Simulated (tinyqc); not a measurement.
p-n heterojunction, non-linear Poisson equation by Newton steps, Boltzmann statistics: one step of the calculation.

One dimension, material 1 (p-type) at x < 0 and material 2 (n-type) at x > 0. Band edges: Ec = -psi in material 1 and -psi + dEc in material 2, Ev = Ec - Eg. Flat quasi-Fermi levels: 0 for holes, +V for electrons. n = Nc F((EFn - Ec)/Vt), p = Nv F((Ev - EFp)/Vt), with F(eta) = exp(eta) (Boltzmann statistics); full ionisation, no interface charge, classical densities; the doping types are chosen for the exercise.

Problem. Newton step. Solve the tridiagonal system a_(i-1) d_(i-1) + b_i d_i + a_i d_(i+1) = -F_i for nodes 1 to 12, with d = 0 on fixed nodes. Half of the step is added while the largest |d| exceeds 1.5 Vt, the full step after that.

Inputs (values chosen for the exercise): temperature T = 250 K.

Constants: q = 1.602176634e-19 C, kB = 1.380649e-23 J/K, Vt = kB T/q. Results are converted to the units shown.

| interval | coupling a_i (F/cm^2) |
|---|---|
| 0 | 5.4209313e-7 |
| 1 | 6.3622906e-7 |
| 2 | 7.5354790e-7 |
| 3 | 8.8541878e-7 |
| 4 | 1.0519827e-6 |
| 5 | 1.2283266e-6 |
| 6 | 1.5080907e-6 |
| 7 | 7.8501047e-7 |
| 8 | 3.9116104e-7 |
| 9 | 1.9491301e-7 |
| 10 | 9.7623096e-8 |
| 11 | 4.9021040e-8 |
| 12 | 2.4458035e-8 |

| node | diagonal b (F/cm^2) | residual F (C/cm^2) |
|---|---|---|
| 1 | -5.2277660e-6 | ~0 |
| 2 | -4.8256687e-6 | ~0 |
| 3 | -4.5505503e-6 | ~0 |
| 4 | -4.4027654e-6 | ~0 |
| 5 | -4.3719642e-6 | ~0 |
| 6 | -4.5157185e-6 | 3.0436940e-6 |
| 7 | -2.3987251e-6 | -3.0436940e-6 |
| 8 | -1.3876611e-6 | ~0 |
| 9 | -1.0105034e-6 | ~0 |
| 10 | -1.1413947e-6 | ~0 |
| 11 | -1.8385605e-6 | ~0 |
| 12 | -3.4573119e-6 | ~0 |

| node | psi at the start (V) |
|---|---|
| 0 | -1.7184972 |
| 1 | -1.7184972 |
| 2 | -1.7184972 |
| 3 | -1.7184972 |
| 4 | -1.7184972 |
| 5 | -1.7184972 |
| 6 | -1.7184972 |
| 7 | 0.2997461 |
| 8 | 0.2997461 |
| 9 | 0.2997461 |
| 10 | 0.2997461 |
| 11 | 0.2997461 |
| 12 | 0.2997461 |
| 13 | 0.2997461 |

Find: Newton step d, before damping; psi after iteration 1.

Solution.

| node | Newton step d, before damping (V) |
|---|---|
| 1 | 0.000 |
| 2 | 0.001 |
| 3 | 0.003 |
| 4 | 0.016 |
| 5 | 0.063 |
| 6 | 0.212 |
| 7 | -1.435 |
| 8 | -0.915 |
| 9 | -0.366 |
| 10 | -0.063 |
| 11 | -0.003 |
| 12 | 0.000 |

| node | psi after iteration 1 (V) |
|---|---|
| 0 | -1.718 |
| 1 | -1.718 |
| 2 | -1.718 |
| 3 | -1.717 |
| 4 | -1.711 |
| 5 | -1.687 |
| 6 | -1.613 |
| 7 | -0.418 |
| 8 | -0.158 |
| 9 | 0.117 |
| 10 | 0.268 |
| 11 | 0.298 |
| 12 | 0.300 |
| 13 | 0.300 |

tinyqc, about 0.07 s, one thread, Intel Xeon 2.30GHz (shared host): `OMP_NUM_THREADS=1 python tinyqc.py 2040149 2040150 out.jsonl`

~0 in a residual or rate marks an entry under 1e-11 of the largest of its column.
